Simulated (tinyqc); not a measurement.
# Gate sheet resistance from two finger widths

Question. At low frequency R = Rsh Wf/(3 L) + B/Wf, where B collects the channel and vertical terms. Find Rsh, B and the width of lowest R.

Parameters, values chosen for the exercise: channel length L = 1.8 um.

input resistance of single fingers, contacted at one end, of width 1.3 and 5.6 um (ohm): [35.002849, 15.974868]

Solution. R Wf is a straight line in Wf^2; the minimum of R lies where both terms are equal.

Rsh = 8.00 ohm/square
B = 43.0 ohm um
width of lowest R = 5.39 um

Program tinyqc, `OMP_NUM_THREADS=1 python tinyqc.py 2262106 2262107 out.jsonl`; Intel Xeon 2.30GHz, shared host, one thread, about 0.01 s.
